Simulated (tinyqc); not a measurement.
Schottky emission and Poole-Frenkel conduction in an insulator, and how to tell them apart: one step of the calculation.

Schottky emission (electrode-limited): J = As T^2 exp[-(pb - b sqrt(F))/Vt], b = sqrt(q/(4 pi eps0 ei)). Poole-Frenkel emission (bulk-limited): J = s0 F exp[-(pt - 2 b sqrt(F))/Vt]. F in V/cm.

Question. Which mechanism made these data. The data come from another sample of the same dielectric, in which one mechanism alone limits the current. Fit straight lines by least squares: ln J on sqrt(F) (Schottky plot, slope b/Vt) and ln(J/F) on sqrt(F) (Poole-Frenkel plot, slope 2 b/Vt), F in V/cm, and read a permittivity from each slope. The right mechanism gives a value near ei, and in any case between ei and es.

Inputs (values chosen for the exercise); dielectric values close to those of zirconium oxide:
```
symbol  value  unit                               meaning
T         350     K                           temperature
ei       4.63        high-frequency relative permittivity
es       24.2                static relative permittivity
```

Constants: q = 1.602176634e-19 C, kB = 1.380649e-23 J/K, Vt = kB T/q, eps0 = 8.8541878128e-14 F/cm where lengths are in cm. Results are converted to the units shown.

```
point  F (MV/cm)  J (A/cm^2)
0           0.88   1.446e-12
1           1.53   8.302e-12
2           2.19   3.436e-11
3           2.84   1.142e-10
4            3.5    3.38e-10
```

Wanted: slope of the Schottky plot; permittivity read as Schottky; slope of the Poole-Frenkel plot; permittivity read as Poole-Frenkel.

Answer.

slope of the Schottky plot = 0.0058475 (cm/V)^0.5
permittivity read as Schottky = 4.6294
slope of the Poole-Frenkel plot = 0.0043722 (cm/V)^0.5
permittivity read as Poole-Frenkel = 33.122

Both plots are nearly straight, so straightness decides nothing. Read as Schottky the data give 4.63, which matches ei = 4.63; read as Poole-Frenkel they give 33.1, above even the static value 24.2. The data were made by Schottky emission.

Computed by the program tinyqc: `OMP_NUM_THREADS=1 python tinyqc.py 2370005 2370006 out.jsonl`, one thread of a shared Intel Xeon 2.30GHz, about 0.01 s for the whole run.
